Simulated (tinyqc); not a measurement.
Inside a calculation. Model: a particle near a wafer in liquid: double-layer and van der Waals forces (DLVO), deposition barrier and removal. Computed by tinyqc, a small Python program that keeps every step. Command: `OMP_NUM_THREADS=1 python tinyqc.py 3112644 3112645 out.jsonl dlvo walk`. One thread of a shared host (Intel(R) Xeon(R) Processor @ 2.30GHz), about 0.01 s of CPU time with the checks. Intermediate numbers are printed to about 6 digits and carried at full precision; extremes and crossings named in words are read from the listed rows.

Sphere and flat wall, Derjaguin approximation, constant potentials in the linear-superposition form, no retardation and no hydration force.

Inputs (values chosen for the exercise, of the order of those for ceria on silica in water):
```
quantity                             value   unit
particle radius R                      390     nm
Hamaker constant A                 1.5e-20      J
potential of the particle psi_1        -48     mV
potential of the wafer psi_2           -42     mV
salt concentration c                 0.014  mol/L
valence z of the symmetric salt          1      -
temperature T                          343      K
dielectric constant of the liquid     63.7      -
gap h                                  3.7     nm
contact distance h0                    0.3     nm
contact radius over R                0.098      -
viscosity                             0.65  mPa s
```

Constants: e = 1.602176634e-19 C; N_A = 6.02214076e+23 1/mol; eps_0 = 8.8541878128e-12 F/m; k_B = 1.380649e-23 J/K; k_B = 8.617333262e-05 eV/K.

## Screening

kappa^2 = 2 z^2 e^2 N_A (1000 c)/(eps eps_0 k_B T); gamma_i = tanh(z e psi_i/(4 k_B T)); Z = 64 pi eps eps_0 (k_B T/(z e))^2 gamma_1 gamma_2.

kappa = 0.402561 1/nm

Debye length = 2.48409 nm

gamma_1 = -0.385062

gamma_2 = -0.341015

Z = 13.0093 pN

kappa R = 156.999

Like signs: the double layers repel.

## Energy and force at one gap

U(h) = Z R exp(-kappa h) - A R/(6 h); F(h) = -dU/dh = kappa Z R exp(-kappa h) - A R/(6 h^2), positive for repulsion.

double-layer energy = 241.586 k_B T

van der Waals energy = -55.6449 k_B T

U(h) = 185.941 k_B T

F(h) = 389.334 pN

## The curve

The formulas are those given above.

Against the gap:
```
h (nm)  kappa h  U (k_B T)        F (pN)
0.4      0.1610    397.318  -4.35507e+03
0.6      0.2415    498.338  -1.10415e+03
1.0      0.4026    510.443   3.90595e+02
1.5      0.6038    448.472   6.83290e+02
2.5      1.0064    309.268   5.90581e+02
4.0      1.6102    162.631   3.47223e+02
7.0      2.8179     34.581   1.02097e+02
12.0     4.8307     -8.607   9.52926e+00
20.0     8.0512     -9.953  -1.78655e+00
40.0    16.1025     -5.147  -6.09168e-01
```

Caution: in rows with kappa h below 1 linear superposition is only rough.

## Barrier and secondary minimum

F = 0 reads x^2 exp(-x) = y with x = kappa h and y = A kappa/(6 Z); the left side peaks at x = 2 with 4/e^2 = 0.5413, so roots exist for smaller y: x < 2 is the barrier, x > 2 the secondary minimum.

y = 0.0773600

position of the barrier = 0.813905 nm

barrier height = 519.093 k_B T

position of the secondary minimum = 15.4321 nm

energy at the secondary minimum = -11.1939 k_B T

A barrier above 15 k_B T practically stops deposition. The secondary minimum is deep enough to hold particles loosely.

## Critical salt concentration

The barrier height is zero when U = 0 and F = 0 together: kappa h = 1 and kappa = 6 Z/(e A), e = 2.718282 here; c follows from kappa^2, with the potentials held fixed.

critical kappa = 1.91435 1/nm

critical concentration = 0.316596 mol/L

## Adding salt

kappa scales as sqrt(c); potentials are held fixed. A dash marks rows without a maximum.

Against the concentration:
```
c (mol/L)  Debye length (nm)  barrier at (nm)  barrier (k_B T)  minimum at (nm)  minimum (k_B T)
3.17e-05             52.2038          3.26804          943.364      5.35679e+02     -3.46891e-01
3.17e-04             16.5083          1.88582          846.545      1.45332e+02     -1.25574e+00
3.17e-03              5.2204          1.11442          680.682      3.79483e+01     -4.67909e+00
1.58e-02              2.3383          0.79446          503.608      1.43172e+01     -1.20317e+01
6.33e-02              1.1682          0.61702          298.099      5.88729e+00     -2.80318e+01
1.58e-01              0.7394          0.54489          134.910      3.13053e+00     -5.02328e+01
2.85e-01              0.5506          0.52305           20.710      1.99982e+00     -7.46087e+01
4.75e-01              0.4265          0.53780          -79.252      1.27217e+00     -1.07586e+02
9.50e-01              0.3016                -                -                -                -
```

At low salt the barrier tends to Z R = 1070 k_B T; it is half of that between 0.0032 and 0.016 mol/L and changes sign at 0.32 mol/L, while the secondary minimum deepens to -75 k_B T at 0.9 of that.

## Removing an attached particle

Adhesion F_a = A R/(6 h0^2) [1 + a^2/(R h0)] - kappa Z R exp(-kappa h0), a the contact radius. Drag in a shear flow F_d = 1.7 x 6 pi mu R^2 G, acting at 1.4 R; rolling starts when 1.4 R F_d = a F_a. Wall shear stress = mu G.

van der Waals adhesion = 146090 pN

net adhesion F_a = 144280 pN

wall shear stress for rolling = 2072.16 Pa

shear rate G = 3.18794e+06 1/s

Checks made by the program: force against a difference of U (relative difference below 1e-10).
